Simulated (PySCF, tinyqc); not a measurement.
CISD on RHF in the 3-21g basis, for H2, spin multiplicity 1, step by step. The lowest restricted solution is unstable here: a spin-polarised one lies 0.0008 hartree lower (PySCF). Computed by tinyqc, a small Python program that keeps every step (integrals from PySCF). Settings: charge = 0, multiplicity = 1, basis = 3-21g, method = RHF, energy threshold = 1e-10, iteration cap = 58, orthogonalisation = symmetric, start = Wolfsberg-Helmholz matrix, DIIS depth = 6, ci = CISD. Command: `OMP_NUM_THREADS=1 python tinyqc.py 30990 30991 out.jsonl` (the two numbers bound the seeds that draw the settings). One thread of a shared host (Intel(R) Xeon(R) Processor @ 2.60GHz), about 0.08 s of CPU time with the checks. The early iterations of the SCF are left out here.

## One-electron integrals

Geometry (angstrom):
```
atom         x         y         z
H     0.000000  0.000000  0.000000
H     0.000000  0.000000  1.235000
```

Basis 3-21g: exponents (1/bohr^2) and contraction coefficients of normalised primitives:
```
element  l (shell)  exponent  coefficient
H            s (1)  5.447178     0.156285
H            s (1)  0.824547     0.904691
H            s (2)  0.183192     1.000000
```

Overlap, kinetic and nuclear-attraction integrals over the contracted functions; the nuclear repulsion is the sum of Za Zb / Rab.

nuclear repulsion = 0.42848357 hartree

overlap S, order 1H 1s, 1H 2s, 2H 1s, 2H 2s:
```
[[1.000000, 0.645899, 0.089831, 0.283479],
 [0.645899, 1.000000, 0.283479, 0.607202],
 [0.089831, 0.283479, 1.000000, 0.645899],
 [0.283479, 0.607202, 0.645899, 1.000000]]
```

kinetic energy T (hartree), order 1H 1s, 1H 2s, 2H 1s, 2H 2s:
```
[[1.549405, 0.293152, -0.064196, 0.057899],
 [0.293152, 0.274788, 0.057899, 0.111358],
 [-0.064196, 0.057899, 1.549405, 0.293152],
 [0.057899, 0.111358, 0.293152, 0.274788]]
```

nuclear attraction V (hartree), order 1H 1s, 1H 2s, 2H 1s, 2H 2s:
```
[[-2.149393, -1.059178, -0.152512, -0.469079],
 [-1.059178, -1.091889, -0.469079, -0.709920],
 [-0.152512, -0.469079, -2.149393, -1.059178],
 [-0.469079, -0.709920, -1.059178, -1.091889]]
```

core Hamiltonian H = T + V (hartree), order 1H 1s, 1H 2s, 2H 1s, 2H 2s:
```
[[-0.599989, -0.766026, -0.216708, -0.411180],
 [-0.766026, -0.817101, -0.411180, -0.598563],
 [-0.216708, -0.411180, -0.599989, -0.766026],
 [-0.411180, -0.598563, -0.766026, -0.817101]]
```

## Two-electron integrals

Functions are numbered as in S; the eight-fold symmetry (ij|kl) = (ji|kl) = (kl|ij) leaves the list below.

Two-electron integrals (ij|kl) in chemists' order, unique and non-zero (hartree):
```
(11|11) 1.140145   (21|11) 0.611403   (21|21) 0.345152   (22|11) 0.626370
(22|21) 0.380329   (22|22) 0.482957   (31|11) 0.068260   (31|21) 0.040673
(31|22) 0.048818   (31|31) 0.008242   (32|11) 0.143341   (32|21) 0.090356
(32|22) 0.124176   (32|31) 0.020445   (32|32) 0.065952   (33|11) 0.427682
(33|21) 0.274714   (33|22) 0.399645   (33|31) 0.068260   (33|32) 0.257576
(33|33) 1.140145   (41|11) 0.257576   (41|21) 0.146758   (41|22) 0.164252
(41|31) 0.020445   (41|32) 0.046419   (41|33) 0.143341   (41|41) 0.065952
(42|11) 0.333128   (42|21) 0.205257   (42|22) 0.270590   (42|31) 0.033686
(42|32) 0.096105   (42|33) 0.333128   (42|41) 0.096105   (42|42) 0.178063
(43|11) 0.274714   (43|21) 0.175637   (43|22) 0.253133   (43|31) 0.040673
(43|32) 0.146758   (43|33) 0.611403   (43|41) 0.090356   (43|42) 0.205257
(43|43) 0.345152   (44|11) 0.399645   (44|21) 0.253133   (44|22) 0.360886
(44|31) 0.048818   (44|32) 0.164252   (44|33) 0.626370   (44|41) 0.124176
(44|42) 0.270590   (44|43) 0.380329   (44|44) 0.482957
```

## Orthogonalisation

S = U s U^T; symmetric (Loewdin) form X = U s^(-1/2) U^T, so that X^T S X = 1.

eigenvalues of S: [0.206212, 0.383809, 1.096755, 2.313224]

X, order 1H 1s, 1H 2s, 2H 1s, 2H 2s:
```
[[1.240139, -0.484200, 0.023942, 0.023391],
 [-0.484200, 1.474181, 0.023391, -0.466625],
 [0.023942, 0.023391, 1.240139, -0.484200],
 [0.023391, -0.466625, -0.484200, 1.474181]]
```

## Iteration 8 (converged): orbitals

converged F (hartree), order 1H 1s, 1H 2s, 2H 1s, 2H 2s:
```
[[0.266645, -0.372661, -0.285946, -0.338919],
 [-0.372661, -0.275171, -0.338919, -0.339114],
 [-0.285946, -0.338919, 0.266645, -0.372661],
 [-0.338919, -0.339114, -0.372661, -0.275171]]
```

Diagonalise F' = X^T F X, C = X C', fill 1 alpha and 1 beta electrons from the bottom; D = 2 C_occ C_occ^T. Each column has its largest component positive (the first on a tie).

F' = X^T F X (hartree):
```
[[0.771601, -0.626703, -0.103890, -0.134241],
 [-0.626703, 0.241384, -0.134241, -0.208326],
 [-0.103890, -0.134241, 0.771601, -0.626703],
 [-0.134241, -0.208326, -0.626703, 0.241384]]
```

orbital energies (hartree): [-0.474074, 0.126093, 1.174842, 1.199109]

coefficients C, order 1H 1s, 1H 2s, 2H 1s, 2H 2s:
```
[[0.224560, 0.172330, 0.924498, -0.915802],
 [0.412150, 0.949775, -0.666250, 1.053620],
 [0.224560, -0.172330, 0.924498, 0.915802],
 [0.412150, -0.949775, -0.666250, -1.053620]]
```

D after iteration 8, order 1H 1s, 1H 2s, 2H 1s, 2H 2s:
```
[[0.100854, 0.185105, 0.100854, 0.185105],
 [0.185105, 0.339734, 0.185105, 0.339734],
 [0.100854, 0.185105, 0.100854, 0.185105],
 [0.185105, 0.339734, 0.185105, 0.339734]]
```

## Convergence

Stop when the energy changes by less than 1e-10 hartree and every element of the error matrix X^T (F D S - S D F) X is below 3e-06.

Course of the cycle:
```
iteration  E (hartree)     change  largest element of the error matrix
1          -1.02516986          -                             1.16e-01
2          -1.04423721  -1.91e-02                             1.83e-02
3          -1.04471967  -4.82e-04                             2.93e-05
4          -1.04471967  -1.03e-09                             1.20e-05
5          -1.04471967  -1.24e-10                             7.51e-06
6          -1.04471967  -3.80e-11                             5.47e-06
7          -1.04471967  -1.64e-11                             4.30e-06
8          -1.04471967  -2.66e-11                             2.50e-09
```

PySCF RHF in the same basis = -1.04471967 hartree

Converged in 8 iterations.

## Integrals over molecular orbitals

(pq|rs) = sum C_ip C_jq C_kr C_ls (ij|kl), one index at a time.

one-electron integrals over orbitals h = C^T H C (hartree):
```
[[-0.999129, 0.000000, -0.106487, 0.000000],
 [0.000000, -0.649357, 0.000000, 0.172030],
 [-0.106487, 0.000000, 0.247535, 0.000000],
 [0.000000, 0.172030, 0.000000, 0.241456]]
```

Two-electron integrals over orbitals (pq|rs), unique and non-zero (hartree):
```
(11|11) 0.525056    (21|21) 0.132351    (22|11) 0.453900    (22|22) 0.430073
(31|11) 0.106487    (31|22) 0.080001    (31|31) 0.082677    (32|21) 0.043217
(32|32) 0.054013    (33|11) 0.504993    (33|22) 0.444893    (33|31) 0.123223
(33|33) 0.522582    (41|21) -0.074943   (41|32) -0.066046   (41|41) 0.089127
(42|11) -0.123486   (42|22) -0.084268   (42|31) -0.079907   (42|33) -0.136111
(42|42) 0.087385    (43|21) -0.151677   (43|32) -0.079616   (43|41) 0.120391
(43|43) 0.216259    (44|11) 0.523390    (44|22) 0.464460    (44|31) 0.146394
(44|33) 0.544902    (44|42) -0.151666   (44|44) 0.580182
```

## CISD: determinants and Hamiltonian

Hartree-Fock energy = -1.04471967 hartree

Slater-Condon rules over spin orbitals, with the nuclear repulsion added and E(HF) subtracted on the diagonal. Only determinants linked to the reference directly or through others are kept (one block of an abelian symmetry group), so some states are absent.

Occupation strings over the orbitals (2 doubly, a alpha, b beta, 0 empty; spin orbitals ordered 1a 1b 2a 2b ...): 2000 a0b0 b0a0 0200 0a0b 0020 0b0a 0002

H - E(HF) between determinants (hartree), order 2000, a0b0, b0a0, 0200, 0a0b, 0020, 0b0a, 0002:
```
[[0.000000, 0.000000, 0.000000, 0.132351, -0.074943, 0.082677, 0.074943, 0.089127],
 [0.000000, 1.226601, -0.082677, 0.043217, -0.151677, 0.016736, 0.066046, 0.120391],
 [0.000000, -0.082677, 1.226601, -0.043217, 0.066046, -0.016736, -0.151677, -0.120391],
 [0.132351, 0.043217, -0.043217, 0.604563, 0.087762, 0.054013, -0.087762, 0.087385],
 [-0.074943, -0.151677, 0.066046, 0.087762, 1.529763, -0.079616, -0.087385, 0.020364],
 [0.082677, 0.016736, -0.016736, 0.054013, -0.079616, 2.490855, 0.079616, 0.216259],
 [0.074943, 0.066046, -0.151677, -0.087762, -0.087385, 0.079616, 1.529763, -0.020364],
 [0.089127, 0.120391, -0.120391, 0.087385, 0.020364, 0.216259, -0.020364, 2.536298]]
```

## CISD: roots

Diagonalise (each vector has its largest component positive (the first on a tie)); all determinants have Ms = 0, so triplets appear too. The lowest singlet root is the correlation energy.

lowest roots of this matrix, relative to E(HF) (hartree): [-0.041888, 0.606462, 1.121100, 1.191908, 1.465202, 1.723785, 2.316568, 2.761307]

lowest vectors, order 2000, a0b0, b0a0, 0200, 0a0b, 0020, 0b0a, 0002:
```
[[0.973046, 0.219987, 0.000000, -0.027210],
 [0.018637, -0.078361, 0.683254, 0.624323],
 [-0.018637, 0.078361, 0.683254, -0.624323],
 [-0.211664, 0.959967, 0.000000, 0.157533],
 [0.056897, -0.086219, 0.182109, 0.295922],
 [-0.021589, -0.038736, 0.000000, 0.037897],
 [-0.056897, 0.086219, 0.182109, -0.295922],
 [-0.027292, -0.037691, 0.000000, -0.135314]]
```

<S^2> of these roots: [0.000000, 0.000000, 2.000000, 0.000000, 2.000000, 0.000000, 0.000000, 0.000000]

weight of the ground state by excitation level 0, 1, 2, ...: [0.946818, 0.000695, 0.052487]
